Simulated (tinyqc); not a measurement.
Stretching all distances: RHF, UHF, MP2, CISD and CCSD against full CI in the 6-31g basis, for H2, spin multiplicity 1. Computed by the program tinyqc with PySCF. 

Geometry (angstrom):

| atom | x | y | z |
|---|---|---|---|
| H | 0.0000 | 0.0000 | 0.0000 |
| H | 0.0000 | 0.0000 | 0.6470 |

All coordinates are multiplied by the scale. c0^2 is the weight of the RHF determinant in the lowest singlet FCI state (UHF is spin-contaminated and may lie near states of higher spin) and n(LUMO) the first natural occupation beyond the occupied space.

Full CI energy (hartree) and errors against it (kcal/mol):

| scale | distance 1-2 (angstrom) | E(FCI) | RHF | UHF | MP2 | CISD | CCSD | <S^2> UHF | c0^2 | n(LUMO) |
|---|---|---|---|---|---|---|---|---|---|---|
| 0.850 | 0.550 | -1.11102 | 13.105 | 13.105 | 3.539 | 0.000 | 0.000 | 0.000 | 0.991 | 0.012 |
| 1.030 | 0.666 | -1.14672 | 14.629 | 14.629 | 4.226 | 0.000 | 0.000 | 0.000 | 0.988 | 0.018 |
| 1.200 | 0.776 | -1.15114 | 16.160 | 16.160 | 5.005 | 0.000 | 0.000 | 0.000 | 0.984 | 0.026 |
| 1.380 | 0.893 | -1.14146 | 18.020 | 18.020 | 6.046 | 0.000 | 0.000 | 0.000 | 0.979 | 0.038 |
| 1.560 | 1.009 | -1.12537 | 20.257 | 20.257 | 7.376 | 0.000 | 0.000 | 0.000 | 0.971 | 0.054 |
| 1.740 | 1.126 | -1.10720 | 22.977 | 22.977 | 9.049 | 0.000 | 0.000 | 0.000 | 0.961 | 0.076 |
| 1.920 | 1.242 | -1.08915 | 26.254 | 25.751 | 11.100 | 0.000 | 0.000 | 0.140 | 0.947 | 0.103 |
| 2.090 | 1.352 | -1.07322 | 29.901 | 25.553 | 13.399 | 0.000 | 0.000 | 0.377 | 0.930 | 0.136 |
| 2.270 | 1.469 | -1.05808 | 34.367 | 23.190 | 16.217 | 0.000 | 0.000 | 0.557 | 0.909 | 0.178 |

UHF parts from RHF first at scale 1.92 of those listed, where <S^2> leaves zero. The weight c0^2 goes from 0.99 to 0.91 and n(LUMO) from 0.01 to 0.18: static correlation grows as the bonds break into open-shell fragments. The spread of the error along the curve, which distorts its shape, is CISD 0.0, CCSD 0.0, UHF 12.6, MP2 12.7, RHF 21.3 kcal/mol. With two electrons CISD and CCSD are exact.
